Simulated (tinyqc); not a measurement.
# Undoped symmetric double-gate MOSFET, analytic potential model: transfer curve and volume inversion

An undoped body of thickness ts between two equal insulators and tied gates; long channel, electrons only, n = ni exp((psi - V)/Vt) with V the quasi-Fermi potential (0 at the source, Vd at the drain), constant mobility, no quantisation. Across the body psi(x) = V - 2 Vt ln[(ts/(2 beta)) sqrt(q ni/(2 eps0 eps_r Vt)) cos(2 beta x/ts)], x from the centre. Q is the electron charge per area of the whole body.

ni = sqrt(Nc Nv) exp(-Eg/(2 Vt)), Eg in volts; r = eps_r tox/(eox ts); V0 = dphi + 2 Vt ln[(2/ts) sqrt(2 eps0 eps_r Vt/(q ni))]. beta (between 0 and pi/2) solves (Vg - V0 - V)/(2 Vt) = ln(beta) - ln(cos beta) + 2 r beta tan(beta). Q = 8 eps0 eps_r Vt beta tan(beta)/ts; I = mu (1/L)(4 eps0 eps_r/ts)(2 Vt)^2 [g(beta_s) - g(beta_d)] per width, g = beta tan(beta) - beta^2/2 + r beta^2 tan^2(beta), with beta_s at V = 0 and beta_d at V = Vd. The drop is psi(surface) - psi(centre) at the source end; C = dQs/dVg, Cg = 2 eps0 eox/tox; gm = dI/dVg.

Parameters, values chosen for the exercise; material values close to those of gallium arsenide: temperature T = 400 K; band gap Eg = 1.41 eV; relative permittivity of the semiconductor eps_r = 12.9; conduction-band density of states at T Nc = 6.88e17 cm^-3; valence-band density of states at T Nv = 1.39e19 cm^-3; relative permittivity of the gate insulator eox = 21; insulator thickness tox = 3 nm; body thickness ts = 15 nm; gate work function less that of the intrinsic body dphi = 0.22 V; channel mobility mu = 750 cm^2/(V s); gate length L = 2 um; drain voltage Vd = 0.1 V.

Constants: q = 1.602176634e-19 C, kB = 1.380649e-23 J/K, Vt = kB T/q, eps0 = 8.8541878128e-14 F/cm where lengths are in cm. Results are converted to the units shown.

Results:
```
Vg (V)  Qs (nC/cm^2)  drop (mV)       C/Cg  I (uA/um)  gm/I (1/V)
0.58        0.033436  0.0054887  7.8239e-5  4.0848e-4      29.009
0.67         0.45411   0.074518  0.0010601  0.0055537      28.973
0.76          5.9962    0.97967   0.013587   0.074385      28.515
0.84          48.608     7.6810   0.090674    0.66524      25.481
0.93          251.26     34.275    0.27958     4.6213      17.274
1.02          669.47     71.506    0.46498     15.833      10.694
1.19          1922.5     129.43    0.69682     56.698      5.2729
1.28          2740.1     151.45    0.76436     85.519      3.9614
```

Estimate the missing row, Vg = 1.1 V.

Computed row:
```
Vg (V)  Qs (nC/cm^2)  drop (mV)     C/Cg  I (uA/um)  gm/I (1/V)
1.1           1198.2     101.73  0.59479     32.293      7.4234
```

With this row back in the table: The current rises from 4.08e-4 to 85.5 uA/um. In the first row gm/I is 29.0 1/V, within 0.01 % of 1/Vt: with no depletion charge the whole body follows the gate, and the swing is ideal. The drop between surface and centre goes from 0.0055 to 151 mV and passes Vt at Vg = 1.02 V among the rows; below that the density varies across the body by less than a factor of e (volume inversion). C reaches 0.76 of Cg in the last row. For Vg = 0.84 to 1.28 V the surface density at the source passes 0.3 Nc, where Boltzmann statistics fail.

tinyqc, about 0.03 s, one thread, Intel Xeon 2.30GHz (shared host): `OMP_NUM_THREADS=1 python tinyqc.py 2440122 2440123 out.jsonl`
